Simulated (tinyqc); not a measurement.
# Ellipsometry and reflectance of a transparent film on an absorbing substrate: effects of single changes

Air (index 1), film, substrate with N2 = n2 - i k2; time factor exp(+i w t). q_j = sqrt(N_j^2 - sin^2 th), root with positive real part. Fresnel coefficients r_s = (q_a - q_b)/(q_a + q_b), r_p = (N_b^2 q_a - N_a^2 q_b)/(N_b^2 q_a + N_a^2 q_b). tan(Psi) exp(i Delta) = R_p/R_s, Delta taken from 0 to 360 degrees.

Inputs (values chosen for the exercise); indices close to those of titanium dioxide on silicon:
- lam = 800 nm (wavelength)
- th = 60 degrees (angle of incidence)
- n1 = 2.383 (index of the transparent film)
- d = 1.1 nm (film thickness)
- n2 = 3.692 (index of the substrate)
- k2 = 0.0065 (extinction coefficient of the substrate)

Each table varies one quantity; the others keep the values above.

## Psi and Delta against the film thickness

beta = 2 pi d q1/lam, X = exp(-2 i beta), R = (r01 + r12 X)/(1 + r01 r12 X) for p and s. The last column is the derivative of Delta.

Psi and Delta against the film thickness:
```
d (nm)  Psi (degrees)  Delta (degrees)   |R_p|^2  |R_s|^2  dDelta/dd (degrees/nm)
0               22.32            179.9   0.09616   0.5707                 -0.8979
20              21.68            161.6   0.08633   0.5465                 -0.9424
40              19.73            141.3   0.06069   0.4719                  -1.136
60              16.25            113.2   0.02978   0.3506                  -1.820
80              10.76            55.61  0.008522   0.2362                  -4.523
100             10.77            304.1  0.008557   0.2363                  -4.510
120             16.27            246.7   0.02987   0.3508                  -1.817
140             19.74            218.7   0.06078   0.4721                  -1.135
160             21.68            198.3   0.08639   0.5466                 -0.9422
180             22.32            180.0   0.09616   0.5707                 -0.8979
```

Read the table: what changes, and by how much?

Psi goes from 22.3 through a minimum of 10.8 (at d = 80 nm among the rows listed) to 22.3 degrees. The period is 180.2 nm, after which Psi and Delta return to the values of the bare substrate, so one angle and wavelength fix d only up to a multiple of it. The size of the slope of Delta runs from 0.898 to 4.52 degrees/nm among the rows; Delta is counted modulo 360 degrees, and sharper features can lie between the rows.

## Effect of the index of the transparent film

Same model as above.

dDelta/dd is the derivative of Delta; period lam/(2 q1).

Effect of the index of the transparent film:
```
n1    Psi (degrees)  Delta (degrees)   |R_p|^2  |R_s|^2  dDelta/dd (degrees/nm)  period (nm)
1.25         22.319           179.24  0.096172  0.57068                -0.59532       443.76
1.45         22.319           178.98  0.096173  0.57066                -0.82835       343.95
1.65         22.319           178.85  0.096168  0.57065                -0.94575       284.81
1.85         22.318           178.80  0.096159  0.57064                -0.99023       244.68
2.05         22.317           178.81  0.096148  0.57062                -0.98472       215.27
2.25         22.316           178.86  0.096136  0.57061                -0.94243       192.62
2.45         22.315           178.93  0.096124  0.57060                -0.87139       174.53
2.65         22.314           179.04  0.096114  0.57060                -0.77676       159.71
```

Read the table: what changes, and by how much?

Psi stays near 22.3 degrees and |R_p|^2 stays near 0.0961. The slope of Delta is largest in size, 0.990 degrees/nm, at n1 = 1.85 among the rows.

tinyqc, about 0.01 s, one thread, Intel Xeon 2.30GHz (shared host): `OMP_NUM_THREADS=1 python tinyqc.py 2870210 2870211 out.jsonl`
